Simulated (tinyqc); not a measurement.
# Frequency dispersion of an accumulation capacitance by border traps, distributed model: capacitance and loss against frequency

Traps spread evenly through the insulator exchange electrons with the semiconductor by tunnelling, with tau(x) = t0 exp(2 ka x) at depth x from the interface. The admittance per area Y seen at depth x obeys dY/dx = -Y^2/(i w eps0 eox) + q Nb ln(1 + i w tau)/tau, with Y(0) = i w Cs and w = 2 pi f; the gate sees Y(tox) = G + i w C. Working variable y = Y/(i w), in uF/cm^2. Cox = eps0 eox/tox.

Cox; trap-free value 1/(1/Cox + 1/Cs); response depth d = ln(1/(w t0))/(2 ka), where w tau = 1; lumped estimate: all traps within d act as C_bt = q Nb d placed at d/2, so C = 1/{1/[1/(1/Cs + d/(2 eps0 eox)) + C_bt] + (tox - d/2)/(eps0 eox)}. C and G from a fine integration; dispersion -d C/d log10 f over C, from f times and over 1.1. For a broad spread of time constants G/w is close to -(pi/2) dC/d ln w.

Parameters, values chosen for the exercise; permittivity close to that of aluminium oxide: relative permittivity of the insulator eox = 8.13; insulator thickness tox = 3.6 nm; semiconductor capacitance in accumulation Cs = 1.4 uF/cm^2; density of border traps Nb = 2.4e19 cm^-3 eV^-1; decay constant of the wave function in the insulator ka = 6.5 1/nm; time constant of a trap at the interface t0 = 9e-9 s.

Constants: q = 1.602176634e-19 C, eps0 = 8.8541878128e-14 F/cm where lengths are in cm. Results are converted to the units shown.

The same in every row: trap-free C (uF/cm^2) = 0.8235.

Results:
```
f (Hz)   d (nm)  C (uF/cm^2)  G/w (uF/cm^2)  dispersion (% a decade)  -(pi/2) dC/d ln w (uF/cm^2)  lumped C (uF/cm^2)
10        1.107        1.001        0.02052                    3.004                      0.02051              0.9851
100      0.9295       0.9714        0.01967                    2.966                      0.01965              0.9571
1000     0.7523       0.9432        0.01889                    2.934                      0.01887              0.9300
10000    0.5752       0.9160        0.01817                    2.907                      0.01817              0.9037
1e6      0.2210       0.8646        0.01668                    2.871                      0.01693              0.8534
1e7     0.04385       0.8406        0.01381                    2.632                      0.01509              0.8293
```

Estimate the missing row, f = 1e5 Hz.

Computed row:
```
f (Hz)  d (nm)  C (uF/cm^2)  G/w (uF/cm^2)  dispersion (% a decade)  -(pi/2) dC/d ln w (uF/cm^2)  lumped C (uF/cm^2)
1e5     0.3981       0.8899        0.01750                    2.886                      0.01752              0.8782
```

With this row back in the table: C falls from 1.001 to 0.8406 uF/cm^2, towards the trap-free 0.8235; each decade of frequency removes ln 10/(2 ka) = 0.177 nm from the response depth. The dispersion falls from 3.00 to 2.63 % a decade and G/w falls from 0.0205 to 0.0138 uF/cm^2. G/w lies between 0.915 and 1.00 times -(pi/2) dC/d ln w, the relation for a broad spread of time constants.

Numbers from tinyqc (`OMP_NUM_THREADS=1 python tinyqc.py 2202115 2202116 out.jsonl`; about 0.3 s on one thread of a shared Intel Xeon 2.30GHz).
